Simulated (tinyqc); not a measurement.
Heated strip on a layer stack, thermal resistances with spreading: one step of the calculation.

A long strip of width ws dissipates Pw per length on three layers over a heat sink. Heat is taken to spread at 45 degrees, so the width of the flow grows by twice the depth: w1 = ws + 2 t1, w2 = w1 + 2 t2, w3 = w2 + 2 t3 at the bottoms of the layers. This is a rule of thumb, not a solution of the heat equation.

Task. Temperatures. From the sink upward: Ta = T0 + Pw R3; across layer 2 the Kirchhoff transform gives Tb^(1-p) = Ta^(1-p) + (1 - p)(300 K)^(-p) Pw R2; Tc = Tb + Pw Rboundary; Tj = Tc + Pw R1. With constant k2, Tj would be T0 + Pw times the sum of the resistances.

Inputs (values chosen for the exercise); conductivities close to those of gallium nitride (layer 1), silicon carbide (layer 2) and solder (layer 3): heat-sink temperature T0 = 350 K; power per length of the strip Pw = 6.5 W/mm; conductivity of layer 2 at 300 K k2 = 367 W/(m K); exponent in k2(T) = k2 (300 K/T)^p p = 1.1.

resistance times length (K mm/W): layer 1 3.4685290, boundary 6.1538462, layer 2 8.5039155, layer 3 0.18540775

Give: temperatures; Tj with constant k2.

Result.

temperatures (K): Ta 351.2, Tb 424.2, Tc 464.2, Tj 486.8
Tj with constant k2 = 469.0 K

The rise Tj - T0 is 137 K, 15 % above the value for constant k2.

Program tinyqc, `OMP_NUM_THREADS=1 python tinyqc.py 2520061 2520062 out.jsonl`; Intel Xeon 2.30GHz, shared host, one thread, about 0.01 s.
